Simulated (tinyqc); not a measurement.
Worked calculation: power iteration on a symmetric matrix. Computed by tinyqc, a small Python program that keeps every step. Settings: method = power, shift = 1.16. Command: `OMP_NUM_THREADS=1 python tinyqc.py 22375 22376 out.jsonl` (the two numbers bound the seeds that draw the settings). One thread of a shared host (Intel(R) Xeon(R) Processor @ 2.60GHz), about 0.01 s of CPU time with the checks.

A, lower triangle:
```
           1          2          3         4         5         6
1   0.053000
2  -0.480000   0.386000
3   0.226000  -0.120000   0.456000
4  -0.107000   0.130000  -0.250000  2.863000
5   0.780000   0.087000   0.097000  0.044000  3.122000
6   0.156000  -0.159000   0.147000  0.369000  0.008000  3.676000
```

Stop when the residual |A v - lambda v| is below 1e-9.

Steps:
```
step      lambda  residual
1     3.06485818  1.42e+00
2     3.48858867  9.54e-01
3     3.66552813  6.21e-01
4     3.74551355  4.02e-01
5     3.78392496  2.62e-01
6     3.80359521  1.75e-01
7     3.81437018  1.21e-01
8     3.82063054  8.69e-02
9     3.82443009  6.49e-02
10    3.82680307  4.98e-02
11    3.82831093  3.90e-02
12    3.82927861  3.09e-02
13    3.82990302  2.47e-02
14    3.83030713  1.98e-02
15    3.83056907  1.59e-02
16    3.83073898  1.28e-02
17    3.83084926  1.03e-02
18    3.83092083  8.29e-03
19    3.83096730  6.68e-03
20    3.83099746  5.38e-03
21    3.83101704  4.34e-03
22    3.83102976  3.49e-03
23    3.83103801  2.82e-03
24    3.83104337  2.27e-03
25    3.83104684  1.83e-03
26    3.83104910  1.47e-03
27    3.83105057  1.19e-03
28    3.83105152  9.56e-04
29    3.83105214  7.70e-04
30    3.83105254  6.21e-04
```

Can the last value be used, and what does the course show?

Not by the stop rule, although the second column moves by less than 1e-05 over the last three steps. Not converged in 30 steps: the residual falls only by the ratio of the two largest distances of eigenvalues from the shift, 0.81 a step. all eigenvalues, for comparison: -0.439999  0.333473  0.731444  2.787916  3.312113  3.831053.
